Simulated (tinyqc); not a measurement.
Ballistic transport through the one-dimensional subbands of a rectangular nanowire or nanosheet channel. Changing the drain voltage V_D. Computed by tinyqc, a small Python program. Command: `OMP_NUM_THREADS=1 python tinyqc.py 3020048 3020049 out.jsonl wire sweep`. One thread of a shared host (Intel(R) Xeon(R) Processor @ 2.30GHz), about 0.08 s of CPU time with the checks.

Hard walls, parabolic subbands, transport along x. Energies are counted from the bulk conduction band edge at the top of the barrier, which the gate pulls down by U; the source Fermi level lies at the bulk edge when U = 0.

Inputs (values chosen for the exercise, modelled on silicon):
```
quantity                          value  unit
light mass m_t                      0.2   m_0
heavy mass m_l                    0.909   m_0
height a                              3    nm
width b                             4.7    nm
equivalent oxide thickness t        1.3    nm
gate voltage above flat band V_G    0.7     V
temperature T                       300     K
```

Valleys: silicon [100] wire.

Constants: hbar^2/(2 m_0) = 3.80998212 eV angstrom^2; k_B = 8.617333262e-05 eV/K; m_0 = 9.1093837015e-31 kg; k_B = 1.380649e-23 J/K; hbar = 1.054571817e-34 J s; eps_0 = 8.8541878128e-12 F/m; e = 1.602176634e-19 C; h = 6.62607015e-34 J s.

Method:
- E_pq = (hbar^2 pi^2/2)(p^2/(m_y b^2) + q^2/(m_z a^2)); valley pairs: (m_x, m_y, m_z) = (m_t, m_t, m_l), (m_t, m_l, m_t), (m_l, m_t, m_t), each with degeneracy g = 2; the 10 lowest subbands are kept.
- F_j(eta) = (1/Gamma(j + 1)) int_0^infinity x^j/(1 + exp(x - eta)) dx, F_0 = ln(1 + exp(eta)). Integrals over x = E/(k_B T) use 160 Gauss-Legendre points in u = sqrt(x) from 0 to sqrt(max(eta, 0) + 32).
- With degeneracy g = 2, eta_i = (U - E_i)/(k_B T) and u = e V_D/(k_B T): line density n = sum_i g sqrt(2 m_x k_B T/pi)/(2 hbar) [F_-1/2(eta_i) + F_-1/2(eta_i - u)]; gate: e n = C_ox (V_G - U/e), C_ox = 3.9 eps_0 2 (a + b)/t (flat-plate estimate); I = (2 e k_B T/h) sum_i g [F_0(eta_i) - F_0(eta_i - u)].

One run for each value; columns: (1) drain voltage V_D (V); (2) ballistic current I (microampere); (3) U (meV); (4) line density n (1/nm); (5) mean velocity I/(e n) (1e7 cm/s):
```
(1)        (2)     (3)     (4)     (5)
0.0050   1.320  224.49  1.2141  0.0678
0.0094   2.470  226.30  1.2094  0.1275
0.0340   8.661  235.33  1.1864  0.4557
0.0630  15.294  244.00  1.1642  0.8199
0.1200  25.863  256.96  1.1312  1.4271
0.2200  32.855  265.70  1.1088  1.8494
0.4200  33.203  266.15  1.1077  1.8708
0.8000  33.203  266.15  1.1077  1.8709
```

Give the missing row, drain voltage V_D (V) = 0.0180.

Computed row; columns: (1) drain voltage V_D (V); (2) ballistic current I (microampere); (3) U (meV); (4) line density n (1/nm); (5) mean velocity I/(e n) (1e7 cm/s):
```
(1)       (2)     (3)     (4)     (5)
0.0180  4.685  229.66  1.2009  0.2435
```

Interpolating between the two neighbouring rows (the first column on a logarithmic scale, the others too where they are positive) misses most in ballistic current I (microampere), by 0.61 %. Over the rows, ballistic current I (microampere) rises from 1.32 to 33.2; U (meV) rises from 224 to 266; line density n (1/nm) falls from 1.21 to 1.11. At the low end the exponent of ballistic current I is 0.99, close to 1: the linear region, I = G V_D. At the high end the exponent of ballistic current I is 0.00, close to 0: drain injection is shut off. As drain injection dies, the gate restores the charge by pulling the barrier down (U rises), which adds to the current before it saturates.
